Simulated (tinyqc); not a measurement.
Inside a calculation: round or elliptic silicon nanowire with anisotropic valleys (Ritz method). Values are carried at full precision from step to step, so a last printed digit may differ when a step is redone from the rounded ones.

Wire along x = [110] on a (001) wafer, y = [-110], z = [001]. Valley groups (w = inverse masses): A, two valleys along z: w_y = 1/mt, w_z = 1/ml, m_x = mt; B, four valleys in the wafer plane: w_y = (1/ml + 1/mt)/2, w_z = 1/mt, m_x = (ml + mt)/2.

Constants: hbar^2/2m0 = 3.80998211 eV angstrom^2; kB = 8.617333262e-05 eV/K.

Inputs chosen for the exercise (near those of a Si nanowire; not measured data): ml = 0.93 m0 (longitudinal mass); mt = 0.193 m0 (transverse mass); a = 40 angstrom (semi-axis along y); b = 43 angstrom (semi-axis along z); group = A (valley group worked out); T = 77 K (temperature).

## Stretching the ellipse

Scaling y by 1/sqrt(w_y) and z by 1/sqrt(w_z) makes the mass 1 and the semi-axes A = a/sqrt(w_y), B = b/sqrt(w_z). List them with the one-function estimate 3c (1/A^2 + 1/B^2) and the slender limit c (pi/2s)^2 (1 + 2s/(pi l)), s and l the smaller and larger of A, B; c = hbar^2/2m0.

Groups:
```
group  g      A      B  axis ratio  one function (eV)  slender limit (eV)
A      2  17.57  41.47       2.360             0.0437              0.0387
B      4  22.62  18.89       1.197             0.0544              0.0404
```

The one-function value suits axis ratios near 1 and the slender limit ratios well above 2.

## Matrices of three even functions

Hard wall on the ellipse (y/a)^2 + (z/b)^2 = 1, c = hbar^2/2m0. With u = y/a, v = z/b the operator is -c [(w_y/a^2) d2/du2 + (w_z/b^2) d2/dv2] on the unit disc. Basis (1 - u^2 - v^2) u^i v^j; S, X and Y are the disc integrals of f f', (df/du)(df'/du) and (df/dv)(df'/dv), from the integral of u^p v^q = 2 Gamma((p+1)/2) Gamma((q+1)/2)/((p + q + 2) Gamma((p+q+2)/2)) for even p, q; H = c (w_y X/a^2 + w_z Y/b^2).

Basis 1, u^2, v^2 times (1 - u^2 - v^2); form S and H for the chosen group.

S, lower triangle:
```
            1       u^2       v^2
1    1.047198
u^2  0.130900  0.039270
v^2  0.130900  0.013090  0.039270
```

H (meV), lower triangle:
```
           1     u^2     v^2
1    45.7217
u^2   7.6203  9.3178
v^2   7.6203  0.9525  4.0177
```

## Lowest level in this basis

Solve H p = E S p for the wire level; give E, the ratios p2/p1 and p3/p1, and H11/S11.

E = 41.3 meV

ratios: -0.24  -0.88

one function = 43.7 meV

The two added functions lower the level by 2.4 meV (5.4 %), mostly by narrowing the state along v, the direction in which the stretched ellipse is long.

## Subbands

Converged values use 21 functions of each parity class (e or o in u, then in v).

The nine lowest levels of all groups and parity classes.

Subbands:
```
group, parity  g  m_x (m0)  E (eV)
A ee           2    0.1930  0.0412
B ee           4    0.5615  0.0524
A eo           2    0.1930  0.0672
A ee           2    0.1930  0.1020
B oe           4    0.5615  0.1210
A oe           2    0.1930  0.1407
B eo           4    0.5615  0.1447
A eo           2    0.1930  0.1465
A oo           2    0.1930  0.1823
```

At 77 K and without degeneracy the populations go as g sqrt(m_x) exp(-E/kB T): among these nine the lowest level holds 60 % and the light transport mass mt 62 % of the electrons.

## Checks

- Circle of radius a with both masses mt against c (2.404826/R)^2/m, eV: both 0.0714.

tinyqc: `OMP_NUM_THREADS=1 python tinyqc.py 1280685 1280686 out.jsonl`; about 0.03 s, one thread, shared Intel(R) Xeon(R) Processor @ 2.30GHz.
